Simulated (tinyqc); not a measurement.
# Worked calculation: undoped gate-all-around wire MOSFET, analytic charge model

Program tinyqc, `OMP_NUM_THREADS=1 python tinyqc.py 2460129 2460130 out.jsonl`; Intel Xeon 2.30GHz, shared host, one thread, about 0.03 s. Printed values are rounded.

An undoped round wire of radius R under an insulator shell and a surrounding gate; long channel, electrons only, n = ni exp((psi - V)/Vt) with V the quasi-Fermi potential (0 at the source, Vd at the drain), constant mobility, no quantisation. The radial Poisson equation gives n(r) = n(0)/(1 - (1 - b) r^2/R^2)^2 with b = Q0/(Q + Q0). Q is the electron charge per area of the wire surface.

Values chosen for this exercise; material values close to those of silicon:
```
symbol    value        unit                                             meaning
T           350           K                                         temperature
Eg         1.11          eV                                            band gap
eps_r      11.8                      relative permittivity of the semiconductor
Nc      3.58e19       cm^-3              conduction-band density of states at T
Nv      3.33e19       cm^-3                 valence-band density of states at T
eox        7.74                     relative permittivity of the gate insulator
tox         6.1          nm                                 insulator thickness
R             8          nm                                         wire radius
dphi       0.05           V  gate work function less that of the intrinsic body
mu          650  cm^2/(V s)                                    channel mobility
L           0.2          um                                         gate length
Vg         0.58           V                                        gate voltage
Vd          0.5           V                                       drain voltage
```

Constants: q = 1.602176634e-19 C, kB = 1.380649e-23 J/K, Vt = kB T/q, eps0 = 8.8541878128e-14 F/cm where lengths are in cm. Results are converted to the units shown.

## Constants of the wire

ni = sqrt(Nc Nv) exp(-Eg/(2 Vt)), Eg in volts; Cox = eps0 eox/(R ln(1 + tox/R)); Q0 = 4 eps0 eps_r Vt/R; V0 = dphi + Vt ln[8 eps0 eps_r Vt/(q ni R^2)].

ni = 3.519779e11 cm^-3
Cox = 1.511545 uF/cm^2
Q0 = 157.5584 nC/cm^2
V0 = 0.5253095 V

## Iteration 1: charge at the source by Newton steps in y = ln(Q/Q0)

y at the start = 3

With V = 0 and Q = Q0 exp(y): f = Q/Cox + Vt y + Vt ln(1 + Q/Q0) - (Vg - V0); df/dy = Q/Cox + Vt (1 + Q/(Q + Q0)); y(new) = y - f/(df/dy).

Q = 3164.646 nC/cm^2
f = 2.221389 V
df/dy = 2.152541 V
y after iteration 1 = 1.968015

## Iteration 2: charge at the source by Newton steps in y = ln(Q/Q0)

As before.

Q = 1127.561 nC/cm^2
f = 0.8139335 V
df/dy = 0.8025894 V
y after iteration 2 = 0.9538811

## Course of the iteration: charge at the source by Newton steps in y = ln(Q/Q0)

Stop when y changes by less than 1e-11, or after 60 iterations.

Course of the iteration:
```
iteration           y  |change|
1            1.968015      1.03
2           0.9538811      1.01
3          0.07560221     0.878
4          -0.4431243     0.519
5          -0.5701038     0.127
6          -0.5758513   5.75e-3
7          -0.5758622   1.09e-5
8          -0.5758622  3.91e-11
9          -0.5758622   < 1e-12
```

Converged in 9 iterations. At the end the number of correct digits about doubles with each step.

## Drain current and line charge

Qs = 88.58250 nC/cm^2
Qd = 6.099103e-5 nC/cm^2

Q solves Vg - V0 - V = Q/Cox + Vt ln(Q/Q0) + Vt ln(1 + Q/Q0). I = mu (2 pi R/L)[2 Vt (Qs - Qd) + (Qs^2 - Qd^2)/(2 Cox) + Vt Q0 ln((Qd + Q0)/(Qs + Q0))], with Qs at V = 0 and Qd at V = Vd. Electrons per length at the source: 2 pi R Qs/q; surface over centre density: (1 + Qs/Q0)^2.

first term = 0.8729146 uA
second term = 0.4240314 uA
third term = -0.3463182 uA
I = 0.9506278 uA
electrons per length = 0.2779120 1/nm
surface over centre density = 2.440531

The square-law term makes up 44.6 % of the current.
